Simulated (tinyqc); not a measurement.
Comparisons within one model: donor near an oxide interface in a gate field (two-state model). A value that a table varies takes the place of the one given here.

Interface at z = 0 (hard wall), donor at z = d, field F pulling electrons to the interface: potential e F z; 1 kV/cm = 1e-5 eV/angstrom, c = hbar^2/2m0, q = e^2/(4 pi eps0), Q = (eps - eo)/(eps + eo). Donor state: E_D = e F d - ED - q Q/(4 eps d), the last term joining the images of ion and electron. Interface state: z exp(-b z/2) exp(-rho^2/(2 L^2)) with E_z = c b^2/(4 mz) + 3 e F/b + q Q b/(8 eps), minimised over b; in the plane at z = 3/b the ion (distance D = d - 3/b) and its image (D' = d + 3/b) give E_rho = c/(mt L^2) - (q/eps)(sqrt(pi)/L)[erfcx(D/L) + Q erfcx(D'/L)], erfcx(x) = exp(x^2) erfc(x), minimised over L. E_I = E_z + E_rho.

The two states couple by t = t0 exp(-D/aD) with t0 = q/(eps aD) (2 aD/L) sqrt(aD b/2) v, v a valley factor; this form is an estimate. With detuning u = E_D - E_I the splitting is sqrt(u^2 + 4 t^2) and the lower state has weight (1 - u/sqrt(u^2 + 4 t^2))/2 on the donor.

Constants: hbar^2/2m0 = 3.80998211 eV angstrom^2; e^2/(4 pi eps0) = 14.39964547 eV angstrom.

Parameters, chosen for this exercise (near those of a donor in Si below HfO2, static dielectric constants; the results hold for these values, not for the real material): d = 110 angstrom (depth of the donor); ED = 42.9 meV (bulk binding energy); mz = 0.898 m0 (mass across the interface); mt = 0.185 m0 (mass in the plane); eps = 11.3 (dielectric constant of the semiconductor); eo = 22 (dielectric constant of the oxide); aD = 17.7 angstrom (donor radius); v = 0.39 (valley factor); Fl = (48.998, 50.314, 50.84, 51.103, 51.366, 51.892, 53.207) kV/cm (fields); dl = (65, 90, 120, 155, 200, 250) angstrom (depths).

## Sweeping the field

Both levels, the splitting, the donor weight and the mean depth w d + (1 - w) 3/b.

Results:

| F (kV/cm) | E_D (meV) | E_I (meV) | splitting (meV) | donor weight | mean depth (angstrom) |
|---|---|---|---|---|---|
| 48.998 | 11.928 | 13.563 | 1.65 | 0.996 | 109.7 |
| 50.314 | 13.376 | 13.990 | 0.649 | 0.973 | 107.8 |
| 50.840 | 13.955 | 14.159 | 0.293 | 0.849 | 98.0 |
| 51.103 | 14.244 | 14.244 | 0.209 | 0.500 | 70.2 |
| 51.366 | 14.533 | 14.328 | 0.293 | 0.150 | 42.3 |
| 51.892 | 15.112 | 14.496 | 0.650 | 0.026 | 32.4 |
| 53.207 | 16.558 | 14.914 | 1.66 | 0.004 | 30.4 |

What can be read from the table?

E_D rises by 1.10 and E_I by 0.32 meV per kV/cm, so they cross once, near 51.1 kV/cm, where the splitting is 2t = 0.209 meV. The donor weight passes from 0.85 to 0.15 while the detuning goes from -2t to 2t, a window of 0.54 kV/cm or 1.1 % of the field; across the table the charge moves by 79 angstrom.

## Depth of the donor

Critical field, and the coupling, E_rho and L at that field.

Results:

| d (angstrom) | critical field (kV/cm) | e F d/ED | t (meV) | E_rho (meV) | L (angstrom) |
|---|---|---|---|---|---|
| 65 | 99.2 | 1.503 | 1.6 | -10.78 | 67 |
| 90 | 65.3 | 1.370 | 0.34 | -7.95 | 85 |
| 120 | 46.0 | 1.288 | 0.058 | -6.05 | 106 |
| 155 | 34.1 | 1.232 | 0.0075 | -4.73 | 128 |
| 200 | 25.5 | 1.187 | 0.00056 | -3.70 | 154 |
| 250 | 19.8 | 1.155 | 3.2e-05 | -2.99 | 181 |

What can be read from the table?

The critical field falls from 99 to 20 kV/cm, with exponent -1.20 in d, while t drops by a factor 5e+04, about e for each 17 angstrom at the end (aD = 17.7). One lattice plane (1.36 angstrom) of misplacement changes t by 7 % and the critical field by about 1.4 % at 120 angstrom.

## What each parameter does

Critical field (E_D = E_I), and t and L there. Each row changes one parameter from the base and keeps the others.

Results:

| case | critical field (kV/cm) | t (meV) | L (angstrom) |
|---|---|---|---|
| base | 51.1 | 0.105 | 99.1 |
| d = 125 angstrom | 43.9 | 0.0432 | 108.9 |
| ED = 48.9 meV | 58.7 | 0.0984 | 100.2 |
| aD = 19.5 angstrom | 51.1 | 0.166 | 99.1 |
| mz = 0.763 m0 | 53.1 | 0.114 | 97.5 |
| mt = 0.213 m0 | 50.7 | 0.112 | 93.1 |
| eo = 33 | 48.9 | 0.0949 | 104.2 |
| eps = 12 | 52.5 | 0.0972 | 101.0 |

How do the results move?

The largest shifts from the base row, up to three for each result and ties (the steps differ in size, so this ranks the rows, not the parameters). critical field (kV/cm): ED +7.6, d -7.2, eo -2.2; unchanged at the printed digits by aD. t (meV): aD +0.0617, d -0.0614, eo -0.00970. L (angstrom): d +9.8, mt -6.0, eo +5.1; unchanged at the printed digits by aD.

Program tinyqc; command `OMP_NUM_THREADS=1 python tinyqc.py 1280970 1280971 out.jsonl`; about 0.07 s on one thread of a shared Intel(R) Xeon(R) Processor @ 2.30GHz.
